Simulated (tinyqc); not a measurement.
Undoped symmetric double-gate MOSFET, analytic potential model: one step of the calculation.

An undoped body of thickness ts between two equal insulators and tied gates; long channel, electrons only, n = ni exp((psi - V)/Vt) with V the quasi-Fermi potential (0 at the source, Vd at the drain), constant mobility, no quantisation. Across the body psi(x) = V - 2 Vt ln[(ts/(2 beta)) sqrt(q ni/(2 eps0 eps_r Vt)) cos(2 beta x/ts)], x from the centre. Q is the electron charge per area of the whole body.

Task. Constants of the body. ni = sqrt(Nc Nv) exp(-Eg/(2 Vt)), Eg in volts; r = eps_r tox/(eox ts); V0 = dphi + 2 Vt ln[(2/ts) sqrt(2 eps0 eps_r Vt/(q ni))].

Values chosen for this exercise; material values close to those of gallium arsenide:
- T = 300 K (temperature)
- Eg = 1.44 eV (band gap)
- eps_r = 12.9 (relative permittivity of the semiconductor)
- Nc = 4.35e17 cm^-3 (conduction-band density of states at T)
- Nv = 9e18 cm^-3 (valence-band density of states at T)
- eox = 24.4 (relative permittivity of the gate insulator)
- tox = 3.5 nm (insulator thickness)
- ts = 6 nm (body thickness)
- dphi = -0.07 V (gate work function less that of the intrinsic body)

Constants: q = 1.602176634e-19 C, kB = 1.380649e-23 J/K, Vt = kB T/q, eps0 = 8.8541878128e-14 F/cm where lengths are in cm. Results are converted to the units shown.

Give: ni; r; V0.

Result.

ni = 1.5882e6 cm^-3
r = 0.30840
V0 = 0.66881 V

Numbers from tinyqc (`OMP_NUM_THREADS=1 python tinyqc.py 2440067 2440068 out.jsonl`; about 0.01 s on one thread of a shared Intel Xeon 2.30GHz).
